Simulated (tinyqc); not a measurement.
Reverse leakage of an n+-p junction: diffusion, generation, trap-assisted and band-to-band tunnelling: leakage components against the SRH lifetime of both carriers at zero field.

One-sided abrupt junction in the depletion approximation, x from the junction (0) to W on the p side, field F = F0 (1 - x/W). Flat quasi-Fermi levels, long p side. Traps generate through SRH with both lifetimes shortened by 1 + Gamma (Hurkx enhancement, form for moderate fields); band-to-band generation is local and needs a total bending above Eg.

ni = sqrt(Nc Nv) exp(-Eg/(2 Vt)), Eg in volts; Vbi = Vt ln(Na Nd/ni^2); W = sqrt(2 eps0 eps_r (Vbi + VR)/(q Na)); F0 = 2 (Vbi + VR)/W; FG = sqrt(24 mt m0 (kB T)^3)/(q hbar); J_diff = q ni^2 sqrt(Dn/tau)(1 - exp(-VR/Vt))/Na. u = (Vbi + VR)(1 - x/W)^2, p = Na exp(-u/Vt), n = Nd exp((u - Vbi - VR)/Vt); G0 = ni^2 (1 - exp(-VR/Vt))/(tau (n + p + 2 ni cosh(Et/Vt))); Gamma = 2 sqrt(3 pi)(F/FG) exp((F/FG)^2); trap-assisted part G0 Gamma; G_bb = Ab F^2.5 exp(-Bb/F) with F in V/cm, zero unless Vbi + VR > Eg, and counted as zero under 1 cm^-3 s^-1. Currents are q times the integrals over 0 to W; J_bb under 1e-8 of J is printed as 0; rows with F0/FG above 2.2, beyond the range of this Gamma, are left out.

Parameters, values chosen for the exercise; band and dielectric values close to those of silicon:
```
symbol,value,unit,meaning
T,300,K,temperature
Eg,1.1,eV,band gap
eps_r,11.9,,relative permittivity
Nc,2.75e19,cm^-3,conduction-band density of states at T
Nv,2.67e19,cm^-3,valence-band density of states at T
Na,5.9e17,cm^-3,acceptor density of the lighter side
Nd,5e19,cm^-3,donor density of the heavier side
Et,-0.06,eV,trap level above the intrinsic level
mt,0.25,m0,tunnelling mass
Dn,9,cm^2/s,electron diffusion coefficient on the lighter side
Ab,4.7e14,cm^-0.5 V^-2.5 s^-1,band-to-band prefactor
Bb,1.94e7,V/cm,band-to-band field constant
VR,2,V,reverse bias
```

Constants: q = 1.602176634e-19 C, kB = 1.380649e-23 J/K, hbar = 1.054571817e-34 J s, m0 = 9.1093837015e-31 kg, Vt = kB T/q, eps0 = 8.8541878128e-14 F/cm where lengths are in cm. Results are converted to the units shown.

The same in every row: F0 (kV/cm) = 736; F0/FG = 1.99; J_bb (A/cm^2) = 3.30e-8.

Result of one run:
```
J_diff (A/cm^2)	J_SRH (A/cm^2)	J_TAT (A/cm^2)	J (A/cm^2)	largest part
1.98e-13	1.10e-9	7.92e-8	1.13e-7	trap-assisted tunnelling
```

Which SRH lifetime of both carriers at zero field tau gave this result: 1e-10, 1e-8, 1e-6, 1e-5 or 0.0001 s?

tau = 1e-6 s.

The whole series:
```
tau (s)	J_diff (A/cm^2)	J_SRH (A/cm^2)	J_TAT (A/cm^2)	J (A/cm^2)	largest part
1e-10	1.98e-11	1.10e-5	7.92e-4	8.04e-4	trap-assisted tunnelling
1e-9	6.28e-12	1.10e-6	7.92e-5	8.04e-5	trap-assisted tunnelling
1e-8	1.98e-12	1.10e-7	7.92e-6	8.07e-6	trap-assisted tunnelling
1e-7	6.28e-13	1.10e-8	7.92e-7	8.37e-7	trap-assisted tunnelling
1e-6	1.98e-13	1.10e-9	7.92e-8	1.13e-7	trap-assisted tunnelling
1e-5	6.28e-14	1.10e-10	7.92e-9	4.10e-8	band-to-band tunnelling
0.0001	1.98e-14	1.10e-11	7.92e-10	3.38e-8	band-to-band tunnelling
```

J falls from 8.04e-4 to 3.38e-8 A/cm^2. Trap-assisted tunnelling leads at tau = 1e-10, band-to-band tunnelling from 1e-5 on. J_SRH and J_TAT go as 1/tau and J_diff as tau^(-1/2); J_bb does not depend on it.

Range of the model: The n+ side is degenerate, so Vbi from Boltzmann statistics is only a guide.

Computed by the program tinyqc: `OMP_NUM_THREADS=1 python tinyqc.py 2290137 2290138 out.jsonl`, one thread of a shared Intel Xeon 2.30GHz, about 0.01 s for the whole run.
